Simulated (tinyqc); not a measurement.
# p-n diode with diffusion and depletion-layer recombination: what changes with what

Abrupt junction in the depletion approximation, low injection, full ionisation, neutral widths fixed, ohmic contact on the p side. Vj is the junction voltage; where a series resistance Rs is given, V = Vj + J Rs is the terminal voltage.

Values chosen for this exercise; band and dielectric values close to those of silicon: temperature T = 400 K; band gap Eg = 1.1 eV; relative permittivity eps_r = 11.6; conduction-band density of states at T Nc = 4.26e19 cm^-3; valence-band density of states at T Nv = 4.02e19 cm^-3; acceptor density Na = 8.8e17 cm^-3; donor density Nd = 1.8e17 cm^-3; electron mobility in the p side mun = 340 cm^2/(V s); hole mobility in the n side mup = 230 cm^2/(V s); electron lifetime tn = 2e-7 s; hole lifetime tp = 5e-7 s; neutral width of the p side wp = 3.1 um; neutral width of the n side wn = 100 um; recombination velocity at the n contact Sp = 2000 cm/s; series resistance Rs = 0.0008 ohm cm^2; trap level above the intrinsic level Et = 0 eV; junction voltage at which recombination is evaluated Vj = 0.54 V.

Constants: q = 1.602176634e-19 C, kB = 1.380649e-23 J/K, Vt = kB T/q, eps0 = 8.8541878128e-14 F/cm where lengths are in cm. Results are converted to the units shown.

Each table varies one quantity; the others keep the values above.

## Currents and ideality against junction voltage

ni = sqrt(Nc Nv) exp(-Eg/(2 Vt)), Eg in volts; D = mu Vt; Ln = sqrt(Dn tn), Lp = sqrt(Dp tp); J0n = q ni^2 Dn coth(wp/Ln)/(Ln Na); J0p = (q ni^2 Dp/(Lp Nd)) (s + tanh(wn/Lp))/(1 + s tanh(wn/Lp)), s = Sp Lp/Dp. J_diff = (J0n + J0p)(exp(Vj/Vt) - 1). Vbi = Vt ln(Na Nd/ni^2), W = sqrt(2 eps0 eps_r (Vbi - Vj)(1/Na + 1/Nd)/q), xp = W Nd/(Na + Nd), xn = W Na/(Na + Nd); u(x) = q Na (x + xp)^2/(2 eps0 eps_r) for x < 0 and Vbi - Vj - q Nd (xn - x)^2/(2 eps0 eps_r) for x > 0; p = Na exp(-u/Vt), n = Nd exp((u - Vbi + Vj)/Vt); U = ni^2 (exp(Vj/Vt) - 1)/(tp (n + ni exp(Et/Vt)) + tn (p + ni exp(-Et/Vt))); J_scr = q times the integral of U from -xp to xn. J = J_diff + J_scr. Ideality = (1/Vt) dVj/d ln J or (1/Vt) dV/d ln J; last column ni^2 exp(Vj/Vt)/N^2.

Results:
```
Vj (V)	J_diff (A/cm^2)	J_scr (A/cm^2)	J (A/cm^2)	V (V)	ideality against Vj	ideality against V	minority/doping, lighter side
0.19	6.144e-5	1.616e-5	7.759e-5	0.1900	1.098	1.098	1.810e-7
0.24	2.629e-4	3.597e-5	2.989e-4	0.2400	1.057	1.057	7.719e-7
0.34	0.004787	1.761e-4	0.004963	0.3400	1.016	1.016	1.404e-5
0.38	0.01528	3.344e-4	0.01561	0.3800	1.010	1.010	4.482e-5
0.43	0.06517	7.523e-4	0.06592	0.4301	1.005	1.007	1.912e-4
0.48	0.2780	0.001716	0.2797	0.4802	1.003	1.009	8.155e-4
0.53	1.186	0.003979	1.190	0.5310	1.001	1.029	0.003479
0.57	3.784	0.007878	3.792	0.5730	1.001	1.089	0.01110
```

Estimate the missing row, Vj = 0.29 V.

Computed row:
```
Vj (V)	J_diff (A/cm^2)	J_scr (A/cm^2)	J (A/cm^2)	V (V)	ideality against Vj	ideality against V	minority/doping, lighter side
0.29	0.001122	7.953e-5	0.001202	0.2900	1.031	1.031	3.293e-6
```

With this row back in the table: The ideality against Vj falls from 1.10 to 1.00. Diffusion is the larger current in every row. J_scr alone has an ideality of 1.81 between the first two rows and 1.70 between the last two.

## Effect of the recombination velocity at the n contact

Same model as above.

J = J_diff + J_scr.

The same in every row: J0n (A/cm^2) = 1.652e-7; J_scr (A/cm^2) = 0.004716; wn/Lp = 5.023.

Effect of the recombination velocity at the n contact:
```
Sp (cm/s)	J0p (A/cm^2)	J_diff (A/cm^2)	J_scr/J (%)
1	8.390e-8	1.585	0.2967
10	8.390e-8	1.585	0.2967
100	8.390e-8	1.585	0.2967
1000	8.390e-8	1.585	0.2967
10000	8.391e-8	1.585	0.2967
1e5	8.391e-8	1.585	0.2967
1e6	8.391e-8	1.585	0.2967
1e7	8.391e-8	1.585	0.2967
```

As Sp goes from 1 to 1e7, J0p stays near 8.39e-8 A/cm^2, J_scr stays at 0.00472 A/cm^2 and its share stays near 0.297 %. J0p crosses its long-base value at Sp = Dp/Lp = 3980 cm/s; with wn/Lp = 5.0 the contact changes it by a factor of 1.00 over the table.

Numbers from tinyqc (`OMP_NUM_THREADS=1 python tinyqc.py 2260015 2260016 out.jsonl`; about 0.01 s on one thread of a shared Intel Xeon 2.30GHz).
